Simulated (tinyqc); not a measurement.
Inside a calculation. Model: electron mobility in a silicon inversion layer, empirical terms and Matthiessen rule.

Numbers from tinyqc (`OMP_NUM_THREADS=1 python tinyqc.py 2510088 2510089 out.jsonl`; about 0.01 s on one thread of a shared Intel Xeon 2.30GHz). Printed values are rounded.

Inversion layer of sheet density Ns on a uniformly doped body, under a high-permittivity gate with an interlayer. The mobility terms are empirical power laws with prefactors chosen for the exercise; adding their inverses (Matthiessen) is itself an approximation.

Parameters, values chosen for the exercise; material values close to those of silicon:
- T = 250 K (temperature)
- Eg = 1.12 eV (band gap)
- eps_r = 11.6 (relative permittivity of the semiconductor)
- Nc = 2.15e19 cm^-3 (conduction-band density of states at T)
- Nv = 2e19 cm^-3 (valence-band density of states at T)
- Nb = 3.7e17 cm^-3 (body doping)
- Vsb = 0 V (reverse body bias)
- eta = 0.5 (weight of the inversion charge in the effective field)
- Cox = 0.9 uF/cm^2 (gate capacitance)
- Ap = 435 cm^2/(V s) (phonon-limited mobility at 1 MV/cm and 300 K)
- As = 1090 cm^2/(V s) (roughness-limited mobility at 1 MV/cm)
- gs = 2 (exponent of the roughness term)
- Ac = 3900 cm^2/(V s) (Coulomb prefactor)
- Nit = 1.6e12 cm^-2 (charge at the interface)
- Ar = 160 cm^2/(V s) (remote-phonon mobility without interlayer)
- ti = 1.2 nm (interlayer thickness)
- lr = 0.7 nm (decay length of remote phonons)
- Ns = 2.9e12 cm^-2 (inversion density)
- WL = 1 (ratio W/L)
- Vd = 0.02 V (drain voltage)
- I = 2.37 uA (measured linear current)

Constants: q = 1.602176634e-19 C, kB = 1.380649e-23 J/K, Vt = kB T/q, eps0 = 8.8541878128e-14 F/cm where lengths are in cm. Results are converted to the units shown.

## Depletion charge and effective field

ni = sqrt(Nc Nv) exp(-Eg/(2 Vt)), Eg in volts; Ndep = sqrt(2 eps0 eps_r Nb (2 Vt ln(Nb/ni) + Vsb)/q); E = q (Ndep + eta Ns)/(eps0 eps_r), in MV/cm.

ni = 1.06569e8 cm^-3
Ndep = 2.11900e12 cm^-2
E = 0.556737 MV/cm

The depletion charge gives 59.4 % of the field.

## Mobility terms and their sum

With t = T/(300 K): muC = Ac (Ns/1e12 cm^-2) t/(Nb/1e17 cm^-3 + Nit/1e11 cm^-2), muP = Ap E^(-1/3) t^(-1.75), muS = As E^(-gs), muR = Ar exp(2 ti/lr)/t; 1/mu is the sum of the inverses.

terms (cm^2/(V s)): Coulomb 478.426, phonon 727.511, roughness 3516.63, remote phonon 5919.85
mu = 255.231 cm^2/(V s)
shares of 1/mu (%): Coulomb 53.3480, phonon 35.0827, roughness 7.25783, remote phonon 4.31144

The Coulomb term limits most.

## Iteration 1: inversion density for the measured current

Ns at the start = 1.4e12 cm^-2

I = (W/L) q Ns mu Vd. E = q (Ndep + eta Ns)/(eps0 eps_r) in MV/cm. With t = T/(300 K): muC = Ac (Ns/1e12 cm^-2) t/(Nb/1e17 cm^-3 + Nit/1e11 cm^-2), muP = Ap E^(-1/3) t^(-1.75), muS = As E^(-gs), muR = Ar exp(2 ti/lr)/t; 1/mu is the sum of the inverses. Ns(new) = I/((W/L) q mu Vd).

E = 0.439742 MV/cm
mu = 168.163 cm^2/(V s)
Ns after iteration 1 = 4.39822e12 cm^-2

## Iteration 2: inversion density for the measured current

As before.

E = 0.673592 MV/cm
mu = 291.711 cm^2/(V s)
Ns after iteration 2 = 2.53545e12 cm^-2

## Course of the iteration: inversion density for the measured current

Stop when Ns changes by less than 1e5 cm^-2, or after 120 iterations.

Course of the iteration:
```
iteration  Ns (cm^-2)  |change| (cm^-2)
1          4.39822e12           3.00e12
2          2.53545e12           1.86e12
3          3.08158e12           5.46e11
4          2.82614e12           2.55e11
5          2.93040e12           1.04e11
6          2.88504e12           4.54e10
7          2.90427e12           1.92e10
8          2.89603e12            8.24e9
9          2.89954e12            3.52e9
...               ...               ...
14         2.89847e12            5.01e7
15         2.89849e12            2.14e7
16         2.89848e12            9.14e6
17         2.89849e12            3.90e6
18         2.89849e12            1.67e6
19         2.89849e12            7.13e5
20         2.89849e12            3.05e5
21         2.89849e12            1.30e5
22         2.89849e12            5.56e4
```

Converged in 22 iterations. At the end each change is about 0.43 times the one before, with alternating sign: linear convergence.

## Split C-V extraction

```
point  Vg (V)  Cgc (uF/cm^2)       I (uA)
0         0.1     1.48155e-5  2.92124e-12
1        0.15     1.05894e-4  1.49252e-10
2         0.2     7.56412e-4   7.62073e-9
3        0.25     0.00537923   3.87330e-7
4         0.3      0.0370891   1.90642e-5
5        0.35       0.211527   7.66864e-4
6         0.4       0.618419    0.0140001
7        0.45       0.846105    0.0778073
8         0.5       0.892051     0.206244
9        0.55       0.898879     0.387316
10        0.6       0.899843     0.609330
11       0.65       0.899978     0.863294
12        0.7       0.899997      1.14192
```

Q(Vg) is the trapezoid sum of Cgc from the first point (where Q is taken as 0); mu_eff = I/((W/L) Q Vd); mu_FE = (dI/dVg)/((W/L) Cox Vd) with a backward difference. Listed from point 4 on.

```
point  Q (uC/cm^2)  mu_eff (cm^2/(V s))  mu_FE (cm^2/(V s))
4       0.00123967             0.768920           0.0207521
5       0.00745509              5.14322            0.830888
6        0.0282038              24.8196             14.7036
7        0.0648169              60.0208             70.8969
8         0.108271              95.2445             142.708
9         0.153044              126.537             201.191
10        0.198012              153.862             246.682
11        0.243008              177.627             282.182
12        0.288007              198.246             309.588
```

At the last point mu_FE is 56 % above mu_eff.
